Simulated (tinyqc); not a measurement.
From one set of inputs to another, one input at a time: time-dependent dielectric breakdown: cell percolation, Weibull statistics, area scaling and voltage extrapolation. Computed by tinyqc, a small Python program. Command: `OMP_NUM_THREADS=1 python tinyqc.py 3007555 3007556 out.jsonl tddb ladder`. One thread of a shared host (Intel(R) Xeon(R) Processor @ 2.30GHz), about 0.01 s of CPU time with the checks.

The oxide is divided into columns of area a^2, each holding m = t_ox/a cells (m is taken as continuous). A share lambda(t) = (t/t_1)^alpha of the cells is defective, and a column whose cells are all defective breaks down.

The inputs printed are set A. Inputs not listed in the table keep their values of set A, so the rows need not describe a real material.

Inputs (values chosen for the exercise, for a model gate oxide): oxide thickness t_ox = 4.4 nm; defect cell size a = 1.2 nm; exponent alpha of defect growth = 0.46; time t_1 at which the occupied share would reach 1 = 58000 s; test area A = 0.2 um^2; product area A_u = 8e+06 um^2; stress voltage V = 5.62 V; use voltage V_u = 3.4 V; local exponent n = -d ln t/d ln V at the stress voltage = 39; activation energy E_a = 0.59 eV; stress temperature T = 140 C; use temperature T_u = 55 C; allowed failure fraction F = 1e-06.

Voltage law used: 1/E.

Constants: k_B = 8.617333262e-05 eV/K.

Method:
- Failure fraction F = 1 - (1 - lambda^m)^N with N = A/a^2 columns, which for small lambda^m is 1 - exp(-(t/t63)^beta) with beta = alpha m and t63 = t_1 N^(-1/beta); critical share lambda(t63) = N^(-1/m). 1 um^2 = 1e6 nm^2.
- All three voltage laws share the slope n at the stress voltage. Factor t(V_u)/t(V): E law exp(n (1 - V_u/V)); 1/E law exp(n (V/V_u - 1)); power law (V/V_u)^n.
- Temperatures in kelvin are T(C) + 273.15.
- Temperature factor exp[(E_a/k_B)(1/T_u - 1/T)]; area factor (A/A_u)^(1/beta); percentile factor (-ln(1 - F))^(1/beta); life = t63 x all four; 1 year = 3.15576e7 s.

Each row keeps all changes above it:
```
input moved                                                from       to  characteristic life t63 (s)  projected life (years)  area factor
set A                                                         -        -                   5.1810e+01              1.1865e-01   3.1106e-05
test area A (um^2)                                          0.2      0.1                   7.8143e+01              1.1865e-01   2.0624e-05
use voltage V_u (V)                                         3.4      1.1                   7.8143e+01              4.0997e+57   2.0624e-05
oxide thickness t_ox (nm)                                   4.4        2                   2.8070e-02              1.8905e+44   4.9161e-11
activation energy E_a (eV)                                 0.59      0.8                   2.8070e-02              8.7122e+44   4.9161e-11
exponent alpha of defect growth                            0.46      0.9                   3.4330e+01              7.8215e+56   5.3861e-06
product area A_u (um^2)                                 8000000   100000                   3.4330e+01              1.4522e+58   1.0000e-04
time t_1 at which the occupied share would reach 1 (s)    58000  1700000                   1.0062e+03              4.2563e+59   1.0000e-04
```

Where does the difference come from?

Characteristic life t63 goes from 51.8 to 1010, a factor 19.4 in all. The largest single move comes from oxide thickness t_ox (a factor 3.59e-4), but it runs against the net change; the largest move in the direction of the net change is exponent alpha of defect growth (a factor 1220). Projected life goes from 0.119 to 4.26e59, a factor 3.59e60 in all. The largest single move comes from use voltage V_u (a factor 3.46e58), and oxide thickness t_ox works against it (a factor 4.61e-14). Area factor goes from 3.11e-5 to 1.00e-4, a factor 3.21 in all. The largest single move comes from oxide thickness t_ox (a factor 2.38e-6), but it runs against the net change; the largest move in the direction of the net change is exponent alpha of defect growth (a factor 110000). The single moves hold for this order of the switches; the total does not depend on the order.

Caution (all rows): t_1 is an input here; in a real oxide it changes with thickness at fixed voltage. Caution (all rows): a voltage factor of more than nine decades rests wholly on the chosen law and cannot be tested.

Extremes, crossings and ranges named in words are read from the listed rows.
